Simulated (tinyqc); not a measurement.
Size effects in the resistivity of thin metal films and interconnect lines. Changing the specularity p. Computed by tinyqc, a small Python program. Command: `OMP_NUM_THREADS=1 python tinyqc.py 3008030 3008031 out.jsonl size sweep`. One thread of a shared host (Intel(R) Xeon(R) Processor @ 2.30GHz), about 0.01 s of CPU time with the checks.

Electrons lose their drift at surfaces (a share 1 - p of the hits) and at grain boundaries (reflection R), besides bulk scattering.

Inputs (values chosen for the exercise, modelled on nickel): bulk resistivity rho_b = 6.86 microohm cm; bulk mean free path lambda = 5.98 nm; grain-boundary reflection R = 0.21; film thickness h = 8.2 nm; grain size over thickness = 0.71.

Geometry: film.

Method:
- D = (ratio) h.
- Mayadas-Shatzkes: alpha = (lambda/D) R/(1 - R); rho_b/rho = 1 - 3 alpha/2 + 3 alpha^2 - 3 alpha^3 ln(1 + 1/alpha).
- Fuchs-Sondheimer film: rho_b/rho = 1 - (3/(2 kappa))(1 - p) int_0^1 (s - s^3)(1 - exp(-kappa/s))/(1 - p exp(-kappa/s)) ds, f = rho/rho_b, kappa = thickness/lambda, 80 Gauss-Legendre points.
- Both together (Mayadas-Shatzkes film): rho_b/rho = (rho_b/rho of the grains alone) - (6/(pi kappa))(1 - p) int_0^(pi/2) dphi int_0^1 ds (cos^2 phi/H^2)(s - s^3)(1 - exp(-kappa H/s))/(1 - p exp(-kappa H/s)), H = 1 + alpha/(cos phi sqrt(1 - s^2)), 40 x 80 Gauss-Legendre points.
- Sheet resistance rho/h; additive estimate rho_b (f_surface + f_grain - 1).

One run for each value:
```
specularity p  resistivity rho (microohm cm)  rho/rho_b from surfaces
0.00                                  11.639                   1.3321
0.15                                  11.273                   1.2733
0.30                                  10.927                   1.2181
0.45                                  10.599                   1.1663
0.60                                  10.287                   1.1175
0.75                                   9.990                   1.0714
0.90                                   9.708                   1.0278
0.99                                   9.545                   1.0027
```

Over the rows, resistivity rho (microohm cm) falls from 11.6 to 9.54; rho/rho_b from surfaces falls from 1.33 to 1.00. Even nearly specular surfaces leave rho at 1.39 times the bulk value, the grain-boundary part.
